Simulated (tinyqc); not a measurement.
Conduction-band anticrossing with a localised impurity level: one step. Dispersion. Two cases, with inputs chosen for the exercise.

Task: Seven points from k = 0 to 0.12 1/angstrom.

Host conduction band EM(k) = Eg - al x + c k^2/mM, c = hbar^2/2m0, coupled to a flat level EI by V = C sqrt(x): H = [[EM, V], [V, EI]], E+/- = (EM + EI)/2 +/- sqrt((EM - EI)^2/4 + V^2). The host weight of a state at E is f = 1/(1 + V^2/(E - EI)^2), and its mass at k = 0 is mM/f. The gap is E-(0), the valence top staying at 0.

Constants: hbar^2/2m0 = 3.80998211 eV angstrom^2.

Case 1.

Values chosen (host near InP; the results hold for these values, not for the real material): Eg = 1.428 eV (gap at Gamma to the s-like level); mM = 0.0788 m0 (mass of the host band); EI = 1.757 eV (impurity level, from the valence top of the host); C = 2.29 eV (coupling); al = 1.97 eV (linear shift of the host edge); x = 0.0025 (impurity fraction).

Case 2.

Values chosen (host near GaAs; the results hold for these values, not for the real material): Eg = 1.493 eV (gap at Gamma to the s-like level); mM = 0.0681 m0 (mass of the host band); EI = 1.649 eV (impurity level, from the valence top of the host); C = 2.43 eV (coupling); al = 0.85 eV (linear shift of the host edge); x = 0.021 (impurity fraction).

Give: a table of k (1/angstrom), EM, E-, E+, host weight of E-.

Result:

Case 1.

Levels (eV):
```
k (1/angstrom)      EM      E-      E+  host weight of E-
0.000           1.4231  1.3876  1.7925              0.912
0.020           1.4424  1.4052  1.7943              0.904
0.040           1.5004  1.4568  1.8007              0.873
0.060           1.5971  1.5374  1.8167              0.786
0.080           1.7325  1.6296  1.8599              0.553
0.100           1.9066  1.6950  1.9685              0.227
0.120           2.1193  1.7238  2.1525              0.077
```

E- flattens towards EI = 1.757 eV, which it cannot cross: its width is bounded by 0.369 eV, of which 91 % is used up at the last point. The unmixed host band crosses EI at k = 0.0831 1/angstrom, where the splitting is smallest, 2V = 0.229 eV.

Case 2.

Levels (eV):
```
k (1/angstrom)      EM      E-      E+  host weight of E-
0.000           1.4751  1.1994  1.9248              0.620
0.020           1.4975  1.2131  1.9335              0.605
0.040           1.5647  1.2522  1.9615              0.559
0.060           1.6766  1.3104  2.0152              0.480
0.080           1.8332  1.3771  2.1051              0.373
0.100           2.0346  1.4403  2.2433              0.260
0.120           2.2808  1.4918  2.4380              0.166
```

E- flattens towards EI = 1.649 eV, which it cannot cross: its width is bounded by 0.450 eV, of which 65 % is used up at the last point. The unmixed host band crosses EI at k = 0.0557 1/angstrom, where the splitting is smallest, 2V = 0.704 eV.

Computed by tinyqc, one run a case: `OMP_NUM_THREADS=1 python tinyqc.py N N+1 out.jsonl` with N = 1050703, 1050847; one thread of a shared Intel(R) Xeon(R) Processor @ 2.30GHz, about 0.01 s a run at most.
